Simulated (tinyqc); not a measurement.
Floating body of a partially depleted SOI transistor: body voltage and kink: one step of the calculation.

Source at 0 V. Channel current Ic = 2 nf K Vt^2 [F(0) - F(Vd)](1 + la Vd), F(V) = ln^2(1 + exp((Vg - VT - nf V)/(2 nf Vt))), VT = VT0 - gb Vb. Saturation voltage Vs = 2 Vt sqrt(F(0)) + 3 Vt, excess Ve = (Vd - Vs + sqrt((Vd - Vs)^2 + 0.0004 V^2))/2, multiplication M1 = Ai Ve exp(-Bl/Ve). Each junction passes D(v) = J1 (exp(v/Vt) - 1) + J2 (exp(v/(2 Vt)) - 1). Bipolar current Ib = bb J1 (exp(Vb/Vt) - 1). The body settles where M1 (Ic + Ib) = D(Vb) + D(Vb - Vd) + Vb/Rb; drain current Id = (1 + M1)(Ic + Ib) - D(Vb - Vd).

Task. New Vb. Current into the body I_in = M1 (Ic + Ib) - D(Vb - Vd), current out I_out = D(Vb) + Vb/Rb; f = ln(I_in/I_out), s = df/dVb by central differences over 1e-5 V, Vb(new) = Vb - f/s.

Parameters, values chosen for the exercise; values of the order met in partially depleted silicon-on-insulator transistors: temperature T = 330 K; threshold at zero body voltage VT0 = 0.42 V; fall of the threshold per volt of body voltage gb = 0.22; slope factor nf = 1.18; gain factor per width K = 490 uA/(V^2 um); channel-length modulation factor la = 0.04 1/V; impact-ionisation prefactor Ai = 3.85 1/V; impact-ionisation voltage Bl = 4.3 V; diffusion saturation current of each junction J1 = 2.6e-12 uA/um; recombination saturation current of each junction J2 = 3e-8 uA/um; gain of the lateral bipolar transistor on the diffusion current bb = 0; resistance of a weak body tie to the source (1e9 stands for no tie, and the term is then dropped) Rb = 1e5 kohm um; gate voltage Vg = 0.77 V; drain voltage Vd = 1.8 V.

Constants: q = 1.602176634e-19 C, kB = 1.380649e-23 J/K, Vt = kB T/q. Results are converted to the units shown.

Vb at the start = 0.88 V

Give: Ic; Ve; M1; I_in; I_out; f; s; Vb after iteration 1.

Result.

Ic = 65.78 uA/um
Ve = 1.254 V
M1 = 0.1566
I_in = 10.30 uA/um
I_out = 71.68 uA/um
f = -1.940
s = -34.97 1/V
Vb after iteration 1 = 0.8245 V

Range of the model: The multiplication law is an empirical form chosen for the exercise; self-heating and capacitive coupling to the body are left out, and the linear laws are rough once Vb passes about 0.7 V or M1 about 0.1.

Computed by the program tinyqc: `OMP_NUM_THREADS=1 python tinyqc.py 2182202 2182203 out.jsonl`, one thread of a shared Intel Xeon 2.30GHz, about 0.2 s for the whole run.
